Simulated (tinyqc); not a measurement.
Velocity against current: domain walls in a thin film with perpendicular anisotropy: Bloch, Neel and chiral walls, motion and stripe domains. Computed by tinyqc, a small Python program. Command: `OMP_NUM_THREADS=1 python tinyqc.py 3015066 3015067 out.jsonl mwall walk`. One thread of a shared host (Intel(R) Xeon(R) Processor @ 2.30GHz), about 0.01 s of CPU time with the checks.

One-dimensional wall: polar angle theta(x), azimuth phi of the moment in the wall (phi = 0 Neel, 90 degrees Bloch). mu_0 = 1.25663706212e-6 T m/A, gamma = 1.76085963023e11 rad/(s T).

Inputs (values chosen for the exercise, for a model film): saturation magnetisation M_s = 726 kA/m; exchange stiffness A = 17 pJ/m; uniaxial anisotropy K_u = 525 kJ/m^3; DMI constant D = 0.68 mJ/m^2; thickness t = 2.2 nm; damping alpha = 0.038; current density J = 0.64 1e12 A/m^2; spin Hall angle theta_SH = 0.32.

Drive: spin-orbit torque.

Constants: hbar = 1.054571817e-34 J s; e = 1.602176634e-19 C.

Method:
- K_eff = K_u - mu_0 M_s^2/2; Delta = sqrt(A/K_eff); sigma_0 = 4 sqrt(A K_eff); profile theta = 2 arctan exp(x/Delta); quality factor Q = 2 K_u/(mu_0 M_s^2).
- sigma(phi) = sigma_0 + 2 Delta K_D cos^2(phi) - pi D cos(phi), with the wall shape anisotropy K_D = N_x mu_0 M_s^2/2, N_x = t ln 2/(pi Delta). The minimum has cos(phi) = D/D_N for D < D_N = 4 Delta K_D/pi and phi = 0 beyond; sigma turns negative at D_c = (sigma_0 + 2 Delta K_D)/pi.
- Spin-orbit drive: B_SL = hbar theta_SH J/(2 e M_s t) acts as the field (pi/2) B_SL cos(phi). Steady state: v = (gamma Delta/alpha)(pi/2) B_SL cos(phi) = gamma Delta [B_D sin(phi) - (B_K/2) sin(2 phi)], B_K = 2 K_D/M_s, B_D = pi D/(2 M_s Delta); the root with phi between its rest value and 90 degrees; v saturates at v_D = gamma Delta B_D.

K_D = 17.1647 kJ/m^3

width parameter Delta = 9.36517 nm

azimuth phi = 0 degrees

saturation velocity v_D = 259.070 m/s

Steady motion:
```
J (1e12 A/m^2)  B_SL (mT)  phi (degrees)  v (m/s)  v at fixed rest phi (m/s)
0.02                 1.32         25.476    81.15                         90
0.05                 3.30         47.445   151.99                        225
0.10                 6.59         63.484   200.67                        449
0.20                13.19         75.109   231.00                        899
0.50                32.97         83.642   248.89                       2247
1.00                65.94         86.757   254.25                       4495
2.00               131.87         88.363   256.74                       8989
5.00               329.68         89.342   258.16                      22474
```

The linear law holds to 5 % in 0 of the eight rows; in the last row v is 99.6 % of v_D = pi gamma D/(2 M_s), which depends on neither alpha nor theta_SH. Caution: pinning, heating and tilting of the wall are left out.

Extremes, crossings and ranges named in words are read from the listed rows.
